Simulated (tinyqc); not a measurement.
Starting guesses with DIIS over 6 matrices: SCF starting guesses in the 3-21g basis, for N, spin multiplicity 4. Computed by the program tinyqc with PySCF. UHF with one setting changed at a time; a run stops when the energy changes by less than 1e-09 hartree and the error matrix is below 1e-5. Starts: the lowest orbitals of the core Hamiltonian, of the Wolfsberg-Helmholz matrix (K = 1.75), projected atomic densities, random orbitals, and the highest orbitals of the core Hamiltonian (a deliberately bad start).

Geometry (angstrom):
```
atom,x,y,z
N,0.0000,0.0000,0.0000
```

lowest solution found by these runs and by PySCF with stability checks = -54.105390 hartree

Largest element of the error matrix X^T (FDS - SDF) X:
```
iteration,core,Wolfsberg-Helmholz,atomic densities,random,highest core orbitals
1,1.1e+00,6.9e-01,1.3e-01,6.2e+00,2.8e-01
2,1.7e-01,9.7e-02,2.1e-01,6.1e-01,8.9e-01
3,1.9e-02,9.9e-03,1.1e-01,1.5e-01,7.2e-01
4,3.9e-03,1.3e-03,1.8e-02,3.3e-02,8.6e-01
5,3.5e-04,1.8e-04,2.6e-03,1.0e-02,8.6e-01
6,2.8e-05,1.7e-05,7.7e-05,1.9e-03,8.7e-01
8,-,-,6.7e-08,2.7e-05,9.9e-02
10,-,-,-,3.2e-07,6.2e-03
14,-,-,-,-,1.9e-07
```

How each run ends:
```
run,iterations,E (hartree),state
core,7,-54.105390,lowest found
Wolfsberg-Helmholz,7,-54.105390,lowest found
atomic densities,8,-54.105390,lowest found
random,10,-54.105390,lowest found
highest core orbitals,14,-54.105390,lowest found
```

What does the comparison show, and why?

5 of 5 runs reach the lowest solution found, in 7 to 14 iterations (fastest: core, Wolfsberg-Helmholz). The first errors are 1e+00, 7e-01, 1e-01, 6e+00, 3e-01.
